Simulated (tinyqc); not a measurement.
Changing the band width W: Stoner model of a band magnet at zero temperature. Computed by tinyqc, a small Python program. Command: `OMP_NUM_THREADS=1 python tinyqc.py 3021334 3021335 out.jsonl stoner sweep`. One thread of a shared host (Intel(R) Xeon(R) Processor @ 2.30GHz), about 0.06 s of CPU time with the checks.

Five orbitals per spin share one band; u = (E - E_bottom)/W runs from 0 to 1, and the states per spin, atom and energy are g = 5 d(u)/W with d = (8/pi) sqrt(u (1 - u)). N(u) is the integral of d from 0. The moment m = n_up - n_down (electrons per atom) moves the fillings to n +/- m/10; the energy is E(m) = E_band(m) - I m^2/4.

Inputs (values chosen for the exercise, for a model d band): filling n per spin orbital = 0.47; Stoner parameter I = 0.749 eV; start moment m0 = 0.53 mu_B; largest number of steps = 600.

Density of states: semi-elliptic.

Method. Solve N(u_F) = n; g_F = 5 d(u_F)/W; the Stoner product is I g_F. Split the bands by Delta = I m, find the common Fermi level that keeps 10 n electrons, and read m(out) = 5 [N(u + Delta/(2W)) - N(u - Delta/(2W))], N clipped to 0 and 1. Start from m0 (at most 0.9 m_max, m_max = 10 min(n, 1 - n)); stop when m changes by less than 1e-8; moments under 1e-5 count as 0.

One run for each value:
```
band width W (eV)  moment m (mu_B)  Stoner product I g_F  g_F (1/eV)
3.84                         4.700                 1.240       1.656
4.46                         3.540                 1.068       1.426
5.09                         0.000                 0.936       1.249
5.72                         0.000                 0.833       1.112
6.34                         0.000                 0.751       1.003
6.97                         0.000                 0.683       0.912
7.60                         0.000                 0.627       0.837
8.22                         0.000                 0.579       0.774
8.85                         0.000                 0.538       0.719
```

Over the rows, moment m (mu_B) falls from 4.70 to 0, flat over part of the range; Stoner product I g_F falls from 1.24 to 0.538 (exponent d ln y / d ln x about -1.00 throughout); g_F (1/eV) falls from 1.66 to 0.719 (exponent d ln y / d ln x about -1.00 throughout). Compression widens the band and lowers g_F as 1/W, which is how pressure quenches a band moment.

Extremes, crossings and ranges named in words are read from the listed rows.
